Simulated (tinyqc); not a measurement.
# Worked calculation: on-chip interconnect, size-dependent resistivity and RC delay

Numbers from tinyqc (`OMP_NUM_THREADS=1 python tinyqc.py 2100064 2100065 out.jsonl`; about 0.01 s on one thread of a shared Intel Xeon 2.30GHz). Printed values are rounded.

A rectangular line between two neighbours and two ground planes. Surface and grain-boundary scattering are added to the bulk resistivity as corrections; capacitances are parallel-plate values without fringing; inductance is ignored.

Values chosen for this exercise; metal values close to those of copper:
- rho0 = 1.65 uohm cm (bulk resistivity)
- lam = 39.9 nm (bulk mean free path)
- ps = 0 (specular share of surface scattering)
- Rg = 0.28 (reflection coefficient of grain boundaries)
- gr = 1.5 (grain size over the metal width)
- wd = 21 nm (drawn line width)
- AR = 2.5 (aspect ratio, height over width)
- tl = 1.2 nm (liner on both walls and the bottom, not conducting)
- sp = 25 nm (space to the neighbouring lines)
- hd = 44 nm (dielectric height to the planes above and below)
- ek = 3 (relative permittivity of the dielectric)
- Mf = 1 (Miller factor of the neighbours)
- Lw = 220 um (line length)
- Rd = 420 ohm (driver resistance)
- Cl = 0.13 fF (load capacitance)
- dt = 31 ps (time step)

Constants: eps0 = 8.8541878128e-12 F/m. Results are converted to the units shown.

Range of the model: The metal width is under the mean free path, where the thick-limit surface term and the simple sum of corrections lose accuracy.

## Resistivity, resistance and capacitance per length

Metal width x = wd - 2 tl, height y = AR wd - tl; grain boundaries (Mayadas-Shatzkes): al = (lam/(gr x)) Rg/(1 - Rg), g = 1/[1 - 3 al/2 + 3 al^2 - 3 al^3 ln(1 + 1/al)] - 1; surfaces (Fuchs-Sondheimer, thick limit): s = (3/8) lam (1 - ps)(1/x + 1/y); rho = rho0 (1 + g + s); r = rho/(x y); c = eps0 ek (2 wd/hd + 2 Mf AR wd/sp).

x = 18.6 nm
y = 51.3 nm
al = 0.5561529
g = 0.7771606
s = 1.096102
rho = 4.740884 uohm cm
r = 49.68542 ohm/um
c = 0.1369179 fF/um

rho is 2.87 times the bulk value; surfaces add more (1.10 against 0.777). The liner takes 13.5 % of the cross-section.

## Ladder and Elmore delays

4 equal pi sections: series Rs = r Lw/4; node capacitances c Lw/4, halved at nodes 0 and 4, with Cl added to node 4; Rd feeds node 0. Elmore delay of node k: the sum, over the resistors on the path to k, of resistance times all capacitance downstream of it.

Rs = 2732.698 ohm

```
node    C (fF)  Elmore delay (ps)
0     3.765243           12.70582
1     7.530487           85.08598
2     7.530487           136.8876
3     7.530487           168.1107
4     3.895243           178.7552
```

The far-end value equals Rd (c Lw + Cl) + r Lw (c Lw/2 + Cl) for any number of pi sections; the line resistance contributes 92.9 % of it.

## Step 1: node voltages after a time step

v at t = 0, node 0 to 4 (V): 0  0  0  0  0

A 1 V step is applied behind Rd at t = 0. C dv/dt = -G v + b, with G the conductance matrix of the ladder (1/Rs between neighbours, 1/Rd added at node 0) and b = (1 V/Rd, 0, ...). Trapezoidal step: (C/dt + G/2) v(new) = (C/dt - G/2) v + b.

v at t = 1 dt, node 0 to 4 (V): 1.660691  0.555408  0.187512  0.068565  0.040650

Node 0 overshoots the 1 V source: the trapezoidal rule rings on modes much faster than dt.

## Step 2: node voltages after a time step

As before.

v at t = 2 dt, node 0 to 4 (V): 0.3526306  0.6762664  0.4229730  0.2333395  0.1714375

## Course in time

A 1 V step is applied behind Rd at t = 0. C dv/dt = -G v + b, with G the conductance matrix of the ladder (1/Rs between neighbours, 1/Rd added at node 0) and b = (1 V/Rd, 0, ...). Trapezoidal step: (C/dt + G/2) v(new) = (C/dt - G/2) v + b. The last column solves the same ladder exactly by its modes.

Voltages (V):
```
t (ps)  node 0  node 2  node 4  node 4, exact
31.00    1.661  0.1875  0.0406         0.0446
62.00    0.353  0.4230  0.1714         0.1872
93.00    1.465  0.5113  0.3353         0.3349
124.0    0.549  0.6114  0.4624         0.4604
155.0    1.328  0.6851  0.5641         0.5631
186.0    0.684  0.7439  0.6484         0.6463
217.0    1.232  0.7949  0.7151         0.7137
248.0    0.779  0.8321  0.7699         0.7683
279.0    1.164  0.8660  0.8137         0.8125
310.0    0.845  0.8901  0.8494         0.8482
341.0    1.116  0.9125  0.8782         0.8772
372.0    0.891  0.9280  0.9015         0.9006
```

The far end of the ladder reaches 0.5 V at 135.2 ps, 0.756 of its Elmore delay (ln 2 = 0.693 for a single pole); the slowest mode has a time constant of 146.6 ps. The largest error of the trapezoidal steps at that node is 16 mV. Node 0 swings up and down from step to step: the trapezoidal rule does not damp modes much faster than dt, so these swings are numerical.
